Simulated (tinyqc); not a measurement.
Kinetic Monte Carlo and master equation for a particle on a ring of sites with traps and bias. Inputs raised by 2 %, one at a time. Computed by tinyqc, a small Python program. Command: `OMP_NUM_THREADS=1 python tinyqc.py 3015199 3015200 out.jsonl kmc sens`. One thread of a shared host (Intel(R) Xeon(R) Processor @ 2.30GHz), about 0.01 s of CPU time with the checks.

7 sites on a ring, numbered 1 to 7. The saddle between i and i+1 lies at E0 + s b_i and site i at s eps_i; a force F tilts the landscape, with the saddle half-way.

Inputs (values chosen for the exercise, for a model defect):

| quantity | value | unit |
|---|---|---|
| reference barrier E0 | 0.84 | eV |
| scale factor s of the disorder | 1 | - |
| attempt frequency nu | 1.8 | THz |
| temperature T | 810 | K |
| site spacing a | 3.9 | angstrom |
| force F along the ring | 0.00046 | eV/angstrom |

Disorder: random barriers.

site energies eps_i (eV): 0  0  0  0  0  0  0

saddle shifts b_i between sites i and i+1 (eV): -0.023  0.037  0.022  0.044  0.092  -0.011  -0.054

Constants: k_B = 8.617333262e-05 eV/K.

Method:
- Rates: k(i to i+1) = nu exp(-(E0 + s b_i - s eps_i - F a/2)/(k_B T)), k(i to i-1) = nu exp(-(E0 + s b_(i-1) - s eps_i + F a/2)/(k_B T)).
- Share right = k right/(k right + k left); mean stay = 1/(k right + k left).
- Master equation dP/dt = W P, W_(i+1,i) = k right, W_(i-1,i) = k left, columns summing to zero. The steady state is its null vector; drift v = a sum P_i (k right - k left). D = a^2 lambda''(0)/2, where lambda(q) is the leading eigenvalue of W with right hops weighted by exp(q) and left hops by exp(-q).
- The slowest relaxation rate is minus the real part of the next eigenvalue of W. 1 angstrom = 1e-8 cm.
- At zero force D0 = a^2 nu exp(-E0/(k_B T)) / [<exp(-s eps/(k_B T))> <exp(s b/(k_B T))>], with means over the ring; Einstein relation v = D0 F/(k_B T); 1 angstrom = 1e-8 cm.

Runs:

| input moved | from | to | drift velocity v (cm/s) | diffusivity D (cm^2/s) | slowest relaxation rate (1/s) | D0 over the value without disorder |
|---|---|---|---|---|---|---|
| base run | - | - | 0.0069957 | 1.0618e-08 | 4.1894e+06 | 0.65306 |
| reference barrier E0 (eV) | 0.84 | 0.8568 | 0.0054992 | 8.3470e-09 | 3.2932e+06 | 0.65306 |
| scale factor s of the disorder | 1 | 1.02 | 0.0069081 | 1.0486e-08 | 4.1263e+06 | 0.64488 |
| attempt frequency nu (THz) | 1.8 | 1.836 | 0.0071356 | 1.0831e-08 | 4.2732e+06 | 0.65306 |
| temperature T (K) | 810 | 826.2 | 0.0087904 | 1.3609e-08 | 5.3834e+06 | 0.66108 |
| site spacing a (angstrom) | 3.9 | 3.978 | 0.0072783 | 1.1048e-08 | 4.1896e+06 | 0.65306 |
| force F along the ring (eV/angstrom) | 0.00046 | 0.0004692 | 0.0071356 | 1.0619e-08 | 4.1896e+06 | 0.65306 |

Exponents ln(y'/y) / ln(x'/x):

| input | drift velocity v | diffusivity D | slowest relaxation rate | D0 over the value without disorder |
|---|---|---|---|---|
| reference barrier E0 | -12.154 | -12.154 | -12.154 | 0.000 |
| scale factor s of the disorder | -0.636 | -0.636 | -0.767 | -0.636 |
| attempt frequency nu | 1.000 | 1.000 | 1.000 | 0.000 |
| temperature T | 11.532 | 12.531 | 12.664 | 0.616 |
| site spacing a | 2.000 | 2.001 | 0.003 | 0.000 |
| force F along the ring | 1.000 | 0.001 | 0.003 | 0.000 |

Which inputs matter most for each result?

Among the inputs moved here: drift velocity v answers most in size to reference barrier E0 (exponent -12.154), next to temperature T (+11.532). Its exponent +1.000 in force F along the ring: linear response. Diffusivity D answers most in size to temperature T (exponent +12.531), next to reference barrier E0 (-12.154). Its exponent +1.000 in attempt frequency nu: nu sets the clock. Its exponent +0.001 in force F along the ring: a weak force leaves D unchanged. Slowest relaxation rate answers most in size to temperature T (exponent +12.664), next to reference barrier E0 (-12.154). D0 over the value without disorder answers most in size to scale factor s of the disorder (exponent -0.636), next to temperature T (+0.616); its exponent is below 0.0005 for reference barrier E0, attempt frequency nu, site spacing a, force F along the ring. Its exponent 0.000 in reference barrier E0: a common shift of all barriers cancels in the ratio.

Extremes, crossings and ranges named in words are read from the listed rows.
